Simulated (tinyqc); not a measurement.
# Two-sublattice mean-field magnet: ferrimagnet, compensation points and susceptibility, step by step

A worked calculation. Computed by tinyqc, a small Python program that keeps every step. Command: `OMP_NUM_THREADS=1 python tinyqc.py 3020505 3020506 out.jsonl ferri walk`. One thread of a shared host (Intel(R) Xeon(R) Processor @ 2.30GHz), about 0.01 s of CPU time with the checks. Intermediate numbers are printed to about 6 digits and carried at full precision; extremes and crossings named in words are read from the listed rows.

A random alloy A(1-x)B(x) with H = -sum over pairs J S_i.S_j. a = <S_A> and b = <S_B> are taken along z, a > 0. Exchange fields: h_A = (1 - x) zJ_AA a + x zJ_AB b, h_B = (1 - x) zJ_AB a + x zJ_BB b; a = S_A B_(S_A)(S_A h_A/(k_B T)) and likewise for b, with the Brillouin function B_S(y) = [(2S + 1)/(2S)] coth[(2S + 1) y/(2S)] - [1/(2S)] coth[y/(2S)].

Inputs (values chosen for the exercise, for a model ferrimagnet):
```
quantity                 value  unit
spin S_A                   1.5     -
spin S_B                   3.5     -
g factor g_A                 2     -
g factor g_B                 2     -
fraction x of B sites     0.35     -
z J_AA                    24.8   meV
z J_BB                     2.8   meV
z J_AB                    -9.7   meV
T over T_c                0.24     -
largest number of steps   3000     -
```

Constants: k_B = 8.617333262e-05 eV/K.

## Ordering temperature

Linearised, T (a, b) = M (a, b) with M_ij = S_i (S_i + 1) c_j zJ_ij/(3 k_B), c_A = 1 - x, c_B = x. T_c is the larger eigenvalue, and its eigenvector gives b/a at onset, (T_c - M_AA)/M_AB.

M (K):
```
          A        B
A   233.831  -49.247
B  -384.124   59.705
```

eigenvalues (K): -16.010  309.546

T_c = 309.546 K

b/a at onset = -1.53747

T = 74.2912 K

The antiferromagnetic A-B coupling raises T_c by 76 K over that of A alone.

## First step

Start from a = S_A, b = -S_B and apply the equations once.

h_A = 36.0625 meV

h_B = -12.8875 meV

new a = 1.49641

new b = -3.34583

## Self-consistent moments

Repeat from a = S_A, b = -S_B until a and b change by less than 1e-10.

Iteration:
```
step        a         b  largest change
1     1.50000  -3.50000     1.54171e-01
2     1.49641  -3.34583     4.91545e-03
3     1.49607  -3.34091     2.01104e-04
4     1.49605  -3.34071     8.18037e-06
5     1.49605  -3.34070     3.33005e-07
6     1.49605  -3.34070     1.35555e-08
7     1.49605  -3.34070     5.51799e-10
8     1.49605  -3.34070     2.24616e-11
```

a = 1.49605

b = -3.34070

last change = 2.24616e-11

a is at 100 % and b at 95 % of saturation: the B spins feel the weaker field per spin and lose their order faster.

## Net moment and spin

Net moment m = (1 - x) g_A a + x g_B b in mu_B per site; net spin s = (1 - x) a + x b. At T = 0, a = S_A and b = -S_B. Effective g = m/s.

net moment m = -0.393624 mu_B

net spin s = -0.196812

m at T = 0 = -0.5 mu_B

effective g = 2

B dominates at T, as at T = 0.

## Compensation temperatures

Net moment m = (1 - x) g_A a + x g_B b in mu_B per site; net spin s = (1 - x) a + x b. T_M: m = 0; T_A: s = 0; searched between 0.02 and 0.97 T_c, and given as 0 if there is no change of sign.

magnetic compensation T_M = 197.434 K

angular-momentum compensation T_A = 197.434 K

With equal g factors the two points coincide.

## Moments against temperature

The formulas are those given above.

Sublattices:
```
T/T_c    T (K)    a/S_A    -b/S_B   m (mu_B)
0.05    15.477  1.00000  0.999982  -0.499955
0.15    46.432  0.99992  0.987990  -0.470739
0.30    92.864  0.99145  0.924772  -0.332366
0.45   139.296  0.95431  0.831779  -0.176958
0.60   185.728  0.87797  0.712129  -0.032669
0.72   222.873  0.77791  0.593703   0.062352
0.84   260.019  0.62105  0.445166   0.120399
0.92   284.783  0.45473  0.312489   0.121132
0.97   300.260  0.28442  0.190378   0.088193
```

At 0.45 T_c A keeps 0.95 and B 0.83 of saturation. m changes sign once (Neel type N).

## Susceptibility above T_c

With a field B, T (a, b) = M (a, b) + (mu_B B/(3 k_B)) (g_A S_A (S_A + 1), g_B S_B (S_B + 1)). chi = m/B per site; C = mu_B [(1 - x) g_A^2 S_A (S_A + 1) + x g_B^2 S_B (S_B + 1)]/(3 k_B); the table gives C/chi, which tends to T - theta.

Inverse susceptibility:
```
T (K)    C/chi (K)  T - C/chi (K)
315.74      242.75        72.9844
340.50      332.16         8.3440
386.93      391.46        -4.5292
464.32      473.39        -9.0683
619.09      630.48       -11.3874
928.64      941.20       -12.5597
1547.73    1560.88       -13.1490
3095.46    3108.94       -13.4774
```

T - C/chi sinks from 73 K just above T_c to -13 K at 10 T_c, on its way to the asymptotic theta. The curve of 1/chi is a hyperbola that bends down to zero at T_c = 310 K, so a Curie-Weiss line fitted at high T misses T_c.

Checks made by the program: the fixed point (relative difference below 1e-10).
